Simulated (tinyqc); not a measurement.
Worked calculation: finite square well with mass mismatch (envelope functions). Values are carried at full precision from step to step, so a last printed digit may differ when a step is redone from the rounded ones.

A square well of width L and depth V0, mass mw inside and mb outside, energies from the bottom of the well, c = hbar^2/2m0. k = sqrt(mw E/c), kappa = sqrt(mb (V0 - E)/c). psi and psi'/m are continuous at the walls (BenDaniel-Duke), so level n solves k L + 2 atan[(k/mw)/(kappa/mb)] = n pi.

Constants: hbar^2/2m0 = 3.80998211 eV angstrom^2.

Inputs chosen for the exercise (near those of an InGaAs well in InAlAs; shifted at random, so the results belong to these values and not to a real crystal):
```
symbol   value   unit      meaning
L        78      angstrom  well width
V0       0.518   eV        barrier height
mw       0.0399  m0        mass in the well
mb       0.0718  m0        mass in the barrier
alpha_w  1.18    1/eV      non-parabolicity in the well
alpha_b  0.24    1/eV      non-parabolicity in the barrier
```

## How many levels are bound

At E = V0 the arctangent equals pi/2, so level n is bound if k0 L > (n - 1) pi with k0 = sqrt(mw V0/c). Compare with the infinitely deep well, E1(hard) = c (pi/L)^2/mw.

k0 = 0.07365 1/angstrom
k0 L/pi = 1.8287
number of bound levels = 2
E1(hard) = 0.1549 eV

The count does not depend on mb. One more level binds at L = 85.3 angstrom.

## The lowest level by bisection

f(E) = k L + 2 atan[(k/mw)/(kappa/mb)] - pi rises with E. Twelve halvings of [0, V0]: keep the half in which f changes sign.

Bisection:
```
step  low (eV)  high (eV)  midpoint (eV)        k    kappa        f
1      0.00000    0.51800        0.25900  0.05208  0.06986   2.7811
2      0.00000    0.25900        0.12950  0.03683  0.08557   1.0489
3      0.00000    0.12950        0.06475  0.02604  0.09242  -0.1720
4      0.06475    0.12950        0.09713  0.03189  0.08906   0.4909
5      0.06475    0.09713        0.08094  0.02911  0.09076   0.1764
6      0.06475    0.08094        0.07284  0.02762  0.09159   0.0071
7      0.06475    0.07284        0.06880  0.02684  0.09201  -0.0811
8      0.06880    0.07284        0.07082  0.02723  0.09180  -0.0367
9      0.07082    0.07284        0.07183  0.02743  0.09170  -0.0147
10     0.07183    0.07284        0.07234  0.02752  0.09164  -0.0038
11     0.07234    0.07284        0.07259  0.02757  0.09162   0.0017
12     0.07234    0.07259        0.07246  0.02755  0.09163  -0.0010
```

After twelve halvings the bracket is V0/4096 = 0.126 meV wide.

## Bound levels

Solve the condition for each n (six at most). With A = cos(kL/2) for even and sin(kL/2) for odd levels, the probability in the barriers is Pb = (A^2/kappa)/(A^2/kappa + L/2 +/- sin(kL)/(2k)), + for even.

Levels:
```
n  parity  E (eV)  k (1/angstrom)  kappa (1/angstrom)      Pb
1    even  0.0725         0.02756             0.09163  0.0436
2     odd  0.2910         0.05521             0.06540  0.1840
```

The lowest level lies at 47 % of the infinite-well value and decays into the barrier over 1/kappa = 10.9 angstrom.

## Mass in the plane and density of states

To first order in the in-plane energy, 1/m_par = (1 - Pb)/mw + Pb/mb for each subband. Each adds a step D = m_par/(2 pi c) to the density of states per area (spin included, one valley); 1/angstrom^2 = 1e16/cm^2.

Subbands:
```
n  m_par (m0)  D (1e13/(eV cm^2))
1      0.0407               1.700
2      0.0435               1.815
```

## Levels with energy-dependent masses

Non-parabolic bands: mw is replaced by mw (1 + alpha_w E) and mb by mb (1 - alpha_b (V0 - E)), in k, kappa and the matching condition alike.

Solve the same condition with the energy-dependent masses, and list the shift from the parabolic levels that exist in both.

Levels:
```
n  E (eV)  mass inside  mass outside  shift (meV)
1  0.0720       0.0433        0.0641         -0.5
2  0.2551       0.0519        0.0673        -35.9
3  0.4725       0.0621        0.0710            -
```

Level 1 moves by -0.5 meV and level 2 by -35.9 meV. The heavier mass inside raises k at E = V0, which binds further levels (1 of them among the six at most that are listed).

## Checks

- Lowest level by finite differences (200 cells across the well) against the matching condition, eV: both 0.0725.

Program tinyqc; command `OMP_NUM_THREADS=1 python tinyqc.py 1282463 1282464 out.jsonl`; about 0.01 s on one thread of a shared Intel(R) Xeon(R) Processor @ 2.30GHz.
